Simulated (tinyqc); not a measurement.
What each parameter does: heterojunction of two tight-binding chains.

Left chain: hopping -t1, sites at 2 t1 (band bottom 0). Right chain: hopping -t2, sites at dE + 2 t2 (bottom dE). t = c/(m a^2), c = hbar^2/2m0. The bond across the interface is -tc with tc = f sqrt(t1 t2), and the last left site has the extra energy U. In a chain E = bottom + 2t (1 - cos(ka)); the surface Green function of a half chain is g = -exp(ika)/t, with Im k > 0 where cos(ka) > 1.

Constants: hbar^2/2m0 = 3.80998211 eV angstrom^2.

Inputs chosen for the exercise (masses and offset of the size met at InGaAs / InAlAs; not measured data):
- a = 5.65 angstrom (site spacing)
- m1 = 0.04 m0 (mass on the left)
- m2 = 0.082 m0 (mass on the right)
- dE = 0.42 eV (band offset)
- f = 1.18 (factor on the interface hopping)
- U = -0.47 eV (extra energy on the last left site)
- E = 0.431 eV (electron energy)

T = 4 Im(S1) Im(S2) |G|^2 with G = 1/(E - 2 t1 - U - S1 - S2), S1 = -t1 exp(i k1 a), S2 = -(tc^2/t2) exp(i k2 a).

Results for these values:
```
case       T    k1 a    k2 a
base  0.2890  0.3824  0.0870
```

What happens to each result for f = 1.062, all else kept?

Answer: T rises from 0.2890 to 0.4216; k1 a does not change at the printed digits; k2 a does not change at the printed digits.

The same for each parameter in turn:
```
case                    T    k1 a    k2 a
base               0.2890  0.3824  0.0870
m1 = 0.048 m0      0.2742  0.4194  0.0870
m2 = 0.0984 m0     0.3114  0.3824  0.0953
dE = 0.37 eV       0.5406  0.3824  0.2051
f = 1.062          0.4216  0.3824  0.0870
U = -0.27 eV       0.3303  0.3824  0.0870
a = 4.52 angstrom  0.2613  0.3052  0.0696
```

Computed by tinyqc, a small Python program: `OMP_NUM_THREADS=1 python tinyqc.py 1452087 1452088 out.jsonl` (the numbers bound the seed that draws the inputs); one thread of a shared host (Intel(R) Xeon(R) Processor @ 2.30GHz), about 0.01 s for the whole set of steps.
